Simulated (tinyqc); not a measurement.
RHF in the sto-6g basis, for BeH2, spin multiplicity 1, step by step. This run ends on a higher stationary point, not on the lowest solution. Computed by tinyqc, a small Python program that keeps every step (integrals from PySCF). Settings: charge = 0, multiplicity = 1, basis = sto-6g, energy threshold = 1e-10, iteration cap = 60, orthogonalisation = symmetric, start = highest core orbitals, DIIS depth = 8, shift = 0.2, method = RHF. Command: `OMP_NUM_THREADS=1 python tinyqc.py 26443 26444 out.jsonl` (the two numbers bound the seeds that draw the settings). One thread of a shared host (Intel(R) Xeon(R) Processor @ 2.60GHz), about 0.1 s of CPU time with the checks.

Geometry (angstrom):
```
atom        x         y        z
Be    0.00000   0.00000  0.00000
H     0.00000   1.30000  0.03300
H     0.00000  -1.30000  0.03300
```

Stop when the energy changes by less than 1e-10 hartree and every element of the error matrix X^T (F D S - S D F) X is below 3e-06.

Course of the cycle:
```
iteration  E (hartree)     change  largest element of the error matrix
1           -2.6680782          -                             1.11e-01
2          -14.4040311  -1.17e+01                             4.11e-01
3          -14.4766302  -7.26e-02                             4.11e-01
4          -14.5551609  -7.85e-02                             4.02e-01
5          -14.8304421  -2.75e-01                             2.82e-01
6          -14.9749823  -1.45e-01                             3.96e-02
7          -14.9771843  -2.20e-03                             9.62e-03
8          -14.9773119  -1.28e-04                             2.33e-03
9          -14.9773187  -6.77e-06                             8.78e-04
10         -14.9773197  -1.01e-06                             2.70e-04
11         -14.9773198  -1.02e-07                             4.89e-05
12         -14.9773198  -3.38e-09                             9.04e-06
13         -14.9773198  -1.16e-10                             1.71e-06
14         -14.9773198  -4.18e-12                             3.18e-07
```

Can the last value be used, and what does the course show?

No, though the log alone does not show it. Converged in 14 iterations. But the solution lies 0.74840 hartree above the reference: it is another stationary point, not the lowest restricted one. Reruns (cap 100 unless said): DIIS 8: converged in 23; damping 0.5: converged in 83; level shift 0.5: converged in 84; atomic densities as start, DIIS 8: converged in 7. PySCF RHF in the same basis = -15.7257160 hartree.
